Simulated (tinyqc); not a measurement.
Inside a calculation. Model: input admittance of a MOSFET at zero drain bias: distributed channel and distributed gate.

Numbers from tinyqc (`OMP_NUM_THREADS=1 python tinyqc.py 2262139 2262140 out.jsonl`; about 0.01 s on one thread of a shared Intel Xeon 2.30GHz). Printed values are rounded.

Source and drain grounded, strong inversion, w = 2 pi f, Cox = eps0 eox/tox. The channel is an RC line of resistance 1/(mu Cox Vo) per square fed from both ends, so one finger has the intrinsic admittance y = i w Cox L tanh(g)/g per width, g = (1/2) sqrt(i w tau), tau = L^2/(mu Vo). The vertical resistance rv/L is in series with y, the overlaps 2 i w Cov in parallel: y_t = 1/(1/y + rv/L) + 2 i w Cov. The gate strip is a line of Rsh/L per length loaded by y_t, so a finger has Y = y_t Wf tanh(k)/k, k = (Wf/sd) sqrt(y_t Rsh/L); the device has Nf Y.

Inputs (values chosen for the exercise); values of the order met in silicon radio-frequency transistors: relative permittivity of the gate insulator (close to silicon dioxide) eox = 3.9; insulator thickness tox = 6.6 nm; channel length L = 0.46 um; finger width Wf = 4.8 um; number of fingers Nf = 32; channel mobility mu = 190 cm^2/(V s); gate overdrive Vo = 0.4 V; sheet resistance of the gate Rsh = 15 ohm/square; vertical resistivity of the gate stack rv = 1.3 ohm um^2; number of ends at which a finger is contacted sd = 2; overlap and fringe capacitance on each side Cov = 0.3 fF/um; frequency f = 11 GHz.

Constants: eps0 = 8.8541878128e-14 F/cm where lengths are in cm. Results are converted to the units shown.

## Low-frequency resistances and capacitance

Low-frequency limits, with c = Cox L and ct = c + 2 Cov: R_strip = Rsh Wf/(3 sd^2 L Nf), R_ch = (c/ct)^2 L/(12 mu Cox Vo Wf Nf), R_vert = (c/ct)^2 rv/(L Wf Nf), C = ct Wf Nf.

parts (ohm): strip 0.4076087, channel 4.021316, vertical 0.01178854
sum = 4.440713 ohm
C = 461.8336 fF
1/(2 pi R C) = 77.60360 GHz

The channel term is the largest, 90.6 % of the sum.

## Admittance of the channel and stack per width

tau, g, c = Cox L, y and y_t as defined.

tau = 27.84211 ps
g = 0.4904473+0.4904473i
c = 2.406729 fF/um
y = 25.7114+161.3959i uS/um
y_t = 25.7831+202.8415i uS/um

w tau = 1.92, and Im y is 0.970 of w c.

## Input impedance of the device

k and Y as defined; Z = 1/(Nf Y) = R + 1/(i w C); Q = |Im Z|/R; signal at the point farthest from a contact |1/cosh k|.

k = 0.1470514+0.1295429i
Nf Y = 4.34720+31.05017i mS
R = 4.422332 ohm
C = 458.0596 fF
Q = 7.142563
signal at the far point = 0.9974633

R is 0.41 % below its low-frequency limit and C is 0.82 % below its own.
